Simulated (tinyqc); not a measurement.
# Octagonal on-chip spiral inductor, lumped pi model, step by step

Program tinyqc, `OMP_NUM_THREADS=1 python tinyqc.py 2302218 2302219 out.jsonl`; Intel Xeon 2.30GHz, shared host, one thread, about 0.01 s. Printed values are rounded.

Outer diameter do = di + 2 n wd + 2 (n - 1) sp, mean da = (do + di)/2, fill p = (do - di)/(do + di), length l = 3.314 n da. L = 2.25 mu0 n^2 da/(1 + 3.55 p), mu0 = 4 pi 1e-7 H/m. Rs = rho l/(wd delta (1 - exp(-th/delta))), delta = sqrt(rho/(pi f mu0)). Cs = n wd^2 eps0 eo/hu across the coil. At each end Cox = l wd eps0 eo/(2 ho) leads to the substrate branch Rsi = 2 rs he/(l wd) in parallel with Csi = l wd eps0 11.7/(2 he). With one end grounded Y = 1/(Rs + i w L) + i w Cs + 1/[1/(i w Cox) + 1/(1/Rsi + i w Csi)], w = 2 pi f; Q = -Im Y/Re Y. Eddy currents in neighbouring turns and in the substrate are left out.

Inputs (values chosen for the exercise); values of the order met in silicon radio-frequency processes: number of turns n = 6.5; line width wd = 8 um; space between turns sp = 3 um; inner diameter di = 80 um; metal thickness th = 0.9 um; metal resistivity rho = 1.9 uohm cm; oxide below the coil ho = 4 um; oxide between coil and underpass hu = 1.2 um; relative permittivity of the oxide eo = 4.1; substrate resistivity rs = 10 ohm cm; effective spreading depth in the substrate he = 30 um; frequency f = 4.5 GHz.

Constants: eps0 = 8.8541878128e-12 F/m. Results are converted to the units shown.

## Geometry and model elements

do, l, L, delta, Rs, Cs, Cox, Rsi and Csi as defined.

do = 217 um
l = 3198.838 um
L = 6.725834 nH
delta = 1.034167 um
Rs = 12.64066 ohm
Cs = 12.58475 fF
Cox = 116.1248 fF
Rsi = 234.4601 ohm
Csi = 44.18406 fF

Rs is 1.50 times the direct-current value in this empirical form, which overstates the skin effect of a flat slab when delta is near th and so stands in for some current crowding.

## Admittance, quality factor and apparent inductance

Series branch 1/(Rs + i w L), substrate branch, total Y, Q = -Im Y/Re Y, apparent inductance Im(1/Y)/w, metal-only value w L/Rs, share of the loss in the substrate Re(substrate branch)/Re Y.

series branch = 0.347999-5.235363i mS
substrate branch = 1.187003+2.021900i mS
Y = 1.535002-2.857638i mS
Q = 1.861652
apparent inductance = 9.605127 nH
w L/Rs = 15.04419
share of the loss in the substrate = 77.32908 %

Q is 12.4 % of the metal-only value.
